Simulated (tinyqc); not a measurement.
Changing the anneal time t: equilibrium and kinetic segregation of a solute to boundaries and growing surfaces. Computed by tinyqc, a small Python program. Command: `OMP_NUM_THREADS=1 python tinyqc.py 3007870 3007871 out.jsonl segreg sweep`. One thread of a shared host (Intel(R) Xeon(R) Processor @ 2.30GHz), about 0.01 s of CPU time with the checks.

Inputs (values chosen for the exercise, for a model alloy):
```
quantity                    value   unit
segregation energy Q         0.42     eV
total solute fraction x0  0.00028      -
temperature T                 925      K
boundary thickness delta     0.44     nm
bulk diffusivity D          9e-21  m^2/s
```

Isotherm: Langmuir-McLean.

Constants: k_B = 8.617333262e-05 eV/K.

Method:
- With theta the solute fraction on boundary sites and x that in the grains, theta/(1 - theta) = [x/(1 - x)] exp[Q/(k_B T)].
- The coverage theta_inf is that for x = x0.
- McLean kinetics from a uniform start, fed from both sides, with a constant enrichment beta = theta_inf/x0: (theta - x0)/(theta_inf - x0) = 1 - exp(s^2) erfc(s), s = 2 sqrt(D t)/(beta delta); half filling at s = 0.7691, t = (0.7691 beta delta/2)^2/D. D is an input and does not follow T.

One run for each value:
```
anneal time t (s)  degree of filling           s
0.13                         0.00095  8.4377e-04
0.55                         0.00196  1.7355e-03
2.3                          0.00399  3.5491e-03
9.6                          0.00813  7.2508e-03
40                           0.01648  1.4801e-02
170                          0.03352  3.0512e-02
690                          0.06575  6.1472e-02
2900                         0.12771  1.2602e-01
12000                        0.23435  2.5636e-01
```

What does the table show, and why?

Over the rows, degree of filling rises from 9.51e-4 to 0.234 (exponent d ln y / d ln x 0.50 between the first rows and 0.43 between the last); s rises from 8.44e-4 to 0.256 (exponent d ln y / d ln x about 0.50 throughout). At the low end the exponent of degree of filling is 0.50, close to 0.50: early filling goes as sqrt(D t).

Caution (all rows): half of theta_inf exceeds the equilibrium coverage of grains of this size, so half filling is never reached in them.
